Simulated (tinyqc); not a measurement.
Two-band model of a narrow-gap semiconductor with electrons and holes: one step, computed by the program tinyqc.

Two parabolic bands with acoustic scattering (r = -1/2, a = 0), a gap that does not change with T, and fully ionised dopants. Melting is ignored, so values above the melting point are formal, and kappa_L does not change with T. eta_n = (E_F - E_c)/(k_B T), eta_p = -eta_n - E_g/(k_B T).

Task: Both bands together. Both bands together (these totals replace the one-band zT): sigma = sigma_n + sigma_p; S = (sigma_p |S_p| - sigma_n |S_n|)/sigma; kappa_bip = (sigma_n sigma_p/sigma)(|S_n| + |S_p|)^2 T; kappa_e = (L_n sigma_n + L_p sigma_p) T; zT = S^2 sigma T/(kappa_L + kappa_e + kappa_bip); weak-field R_H = (r_p sigma_p^2/p - r_n sigma_n^2/n)/(e sigma^2), where the Hall factors r_n and r_p are <x^(3/2)> <x^(1/2)>/<s>^2.

Inputs (values chosen for the exercise, modelled on Bi2Te3): lattice thermal conductivity kappa_L = 0.69 W/(m K); temperature T = 370 K.

Doping: n-type.

Partial coefficients:
```
band       sigma (S/cm)  |S| (microvolt/K)  L (1e-8 V^2/K^2)  density (1/cm^3)  Hall factor
electrons      142.2368           362.9174          1.505504      3.158608e+18     1.170437
holes          89.32300           395.2305          1.499145      3.018608e+18     1.172797
```

Constants: e = 1.602176634e-19 C.

Give: conductivity sigma; Seebeck coefficient S; bipolar thermal conductivity; kappa_e; zT; Hall coefficient R_H.

Result:

conductivity sigma = 231.6 S/cm

Seebeck coefficient S = -70.47 microvolt/K

bipolar thermal conductivity = 1.167 W/(m K)

kappa_e = 0.1288 W/(m K)

zT = 0.02142

Hall coefficient R_H = -0.5118 cm^3/C

The minority band lowers |S| from 363 to 70 microvolt/K, and bipolar flow adds 59 % of the thermal conductivity.
